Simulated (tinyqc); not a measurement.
Localisation in a chain with random site energies (transfer matrices): one step. The same sites added without interference. Five cases, with inputs chosen for the exercise.

Question. One site alone reflects R_j = e_j^2/(e_j^2 + 4t^2 - E^2); incoherent addition sums R/(1 - R), and T = 1/(1 + sum).

Hopping -t; leads with site energy 0, E = -2t cos(ka). psi_(j+1) = ((e_j - E)/t) psi_j - psi_(j-1), a product of matrices M_j = [[(e_j - E)/t, -1], [1, 0]]. For M = M_N ... M_1 the transmission is T = 4 sin^2(ka)/|M21 - M12 + M22 exp(ika) - M11 exp(-ika)|^2. Long samples draw e_j = W (x_j/2147483647 - 1/2) from x_j = 16807 x_(j-1) mod 2147483647, starting at x0. The localisation length xi, in sites, is defined by ln T = -2N/xi on average; weak disorder gives xi = 24 (4t^2 - E^2)/W^2, and the mean free path for backscattering is xi/2.

Case 1.

Values chosen:
- t = 1.93 eV (hopping)
- E = -2.36 eV (energy)
- e = (-0.12, 1.69, -2.04, -0.73, 1.98, -2.36, -0.37, 0.79, -1.88) eV (site energies of the short sample)

Case 2.

Values chosen:
- t = 1.92 eV (hopping)
- E = -0.78 eV (energy)
- e = (0.01, -0.77, 0.84, 1.2, 1.04, 0.33, -1.2, 0.94) eV (site energies of the short sample)

Case 3.

Values chosen:
- t = 1.31 eV (hopping)
- E = -1.92 eV (energy)
- e = (1.27, 0.52, 1.59, 0.52, 0.08, 0.18, 1.02, -0.66) eV (site energies of the short sample)

Case 4.

Values chosen:
- t = 1.76 eV (hopping)
- E = -1.4 eV (energy)
- e = (-1.77, 0.29, -0.64, -0.85, -1.59, 1.71) eV (site energies of the short sample)

Case 5.

Values chosen:
- t = 1 eV (hopping)
- E = -0.8 eV (energy)
- e = (0.99, 0.26, 0.88, 1.1, -0.2, -1.04) eV (site energies of the short sample)

Give: R_j; sum of R/(1 - R); T without interference.

Answer.

Case 1.

R_j: 0.0015  0.2344  0.3085  0.0540  0.2959  0.3738  0.0145  0.0627  0.2747

sum of R/(1 - R) = 2.2884
T without interference = 0.3041

The coherent product gives 0.0181 for this sample.

Case 2.

R_j: 0.0000  0.0403  0.0475  0.0924  0.0711  0.0076  0.0924  0.0588

sum of R/(1 - R) = 0.4423
T without interference = 0.6933

The coherent product gives 0.5835 for this sample.

Case 3.

R_j: 0.3367  0.0784  0.4431  0.0784  0.0020  0.0101  0.2466  0.1205

sum of R/(1 - R) = 1.9498
T without interference = 0.3390

The coherent product gives 0.3083 for this sample.

Case 4.

R_j: 0.2310  0.0080  0.0378  0.0648  0.1951  0.2190

sum of R/(1 - R) = 0.9397
T without interference = 0.5155

The coherent product gives 0.3892 for this sample.

Case 5.

R_j: 0.2258  0.0197  0.1873  0.2648  0.0118  0.2435

sum of R/(1 - R) = 1.2362
T without interference = 0.4472

The coherent product gives 0.6251 for this sample.

Computed by tinyqc, one run a case: `OMP_NUM_THREADS=1 python tinyqc.py N N+1 out.jsonl` with N = 1451482, 1451666, 1451944, 1451954, 1452584; one thread of a shared Intel(R) Xeon(R) Processor @ 2.30GHz, about 0.08 s a run at most.
